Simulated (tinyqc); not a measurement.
MOS capacitor with interface traps: C-V stretch-out, conductance peak and subthreshold swing: one step, computed by the program tinyqc. Command: `OMP_NUM_THREADS=1 python tinyqc.py 3026549 3026550 out.jsonl mostraps walk`. One thread of a shared host (Intel(R) Xeon(R) Processor @ 2.30GHz), about 0.01 s of CPU time with the checks.

Energies at the interface are counted from the valence band. psi > 0 means bending towards depletion, so the surface potential is -psi. Boltzmann statistics, full ionisation, no quantum confinement. Traps are neutral when filled up to E_n, with a sharp (zero-temperature) occupation.

Question. Substrate and insulator. N_c = 2 M_c (2 pi m_e k_B T/h^2)^(3/2) and N_v = 2 (2 pi m_h k_B T/h^2)^(3/2), masses in units of m_0. n_i = sqrt(N_c N_v) exp(-E_g/2 k_B T); E_F = E_g - k_B T ln(N_c/N); phi_B = (k_B T/e) ln(N/n_i); L_D = sqrt(eps_s eps_0 k_B T/(e^2 N)); C_ox = eps_ox eps_0/t_ox.

Inputs (values chosen for the exercise, modelled on beta-Ga2O3, with an insulator like HfO2):

| quantity | value | unit |
|---|---|---|
| gap E_g | 4.74 | eV |
| electron mass m_e | 0.286 | m_0 |
| valleys M_c | 1 | - |
| hole mass m_h | 2.91 | m_0 |
| dielectric constant eps_s | 10 | - |
| doping N | 5.2e+15 | cm^-3 |
| insulator constant eps_ox | 20.8 | - |
| insulator thickness t_ox | 5.4 | nm |
| temperature T | 200 | K |

Substrate: n-type. Trap spectrum: U-shaped.

Constants: m_0 = 9.1093837015e-31 kg; k_B = 1.380649e-23 J/K; h = 6.62607015e-34 J s; k_B = 8.617333262e-05 eV/K; eps_0 = 8.8541878128e-12 F/m; e = 1.602176634e-19 C.

Give: k_B T; n_i; bulk E_F; phi_B; Debye length L_D; C_ox; effective density of states of the majority band.

Answer.

k_B T = 0.017235 eV

n_i = 2.2608e-41 cm^-3

bulk E_F = 4.6367 eV

phi_B = 2.2367 V

Debye length L_D = 42.798 nm

C_ox = 3.4105 microF/cm^2

effective density of states of the majority band = 2.0892e+18 cm^-3
